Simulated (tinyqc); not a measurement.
Bulk transistor, scale length and short-channel effects: two steps of the calculation.

A gate, an insulator of thickness ti and a depleted layer of depth ts on a conducting body. Below threshold the potential that source and drain add obeys Laplace's equation and vanishes on the gate and at the bottom of the depleted layer. Its lowest mode decays along the channel as exp(-k y); k is the smallest positive root of the matching condition at the interface, and the scale length is Lambda = pi/k.

Values chosen for this exercise; permittivities: semiconductor close to that of silicon, insulator close to that of hafnium oxide: temperature T = 293 K; relative permittivity of the semiconductor eps_r = 11.7; relative permittivity of the insulator ei = 22.2; insulator thickness ti = 2.9 nm; depletion depth ts = 15 nm; channel length L = 41 nm; potential of the source Vbi = 0.99 V; potential of the barrier top at threshold sT = 0.51 V; long-channel threshold VTL = 0.45 V; long-channel body factor m = 1.1; drain voltage Vds = 0.6 V.

Constants: q = 1.602176634e-19 C, kB = 1.380649e-23 J/K, Vt = kB T/q. Results are converted to the units shown.

Problem 1. Scale length against simple estimates. Lambda = pi/k and l = 1/k. A parabolic potential across the structure gives l(parabolic) = sqrt((eps_r/ei) ts ti).

k = 0.18872225 1/nm

Wanted: Lambda; l; l(parabolic).

Solution 1.

Lambda = 16.647 nm
l = 5.2988 nm
l(parabolic) = 4.7881 nm

Problem 2. Threshold shift, barrier position and swing. Along the channel psi(y) = s + a exp(y/l) + b exp(-y/l) with psi(0) = Vbi, psi(L) = Vbi + Vds and l = 1/k = Lambda/pi; with A = Vbi - s, B = A + Vds, x = exp(-L/l): a = (B - A x) x/(1 - x^2), b = (A - B x)/(1 - x^2). The minimum is s + 2 sqrt(a b), at y = (l/2) ln(b/a). The long-channel potential follows the gate as s = sT + (Vg - VTL)/m, and the threshold VT is the gate voltage at which the minimum equals sT. Swing = m Vt ln 10/g at threshold, g = d(minimum)/ds = 1 - (b x + a)/((1 + x) sqrt(a b)).

l = 5.2987922 nm

Wanted: s at threshold; a; b; position of the minimum; VT; swing.

Solution 2.

s at threshold = 0.47853 V
a = 4.8463e-4 V
b = 0.51099 V
position of the minimum = 18.442 nm
VT = 0.41538 V
swing = 66.960 mV/decade

The threshold lies 34.6 mV below the long-channel value, and the barrier top sits at 0.45 L from the source.

Numbers from tinyqc (`OMP_NUM_THREADS=1 python tinyqc.py 2420157 2420158 out.jsonl`; about 0.01 s on one thread of a shared Intel Xeon 2.30GHz).
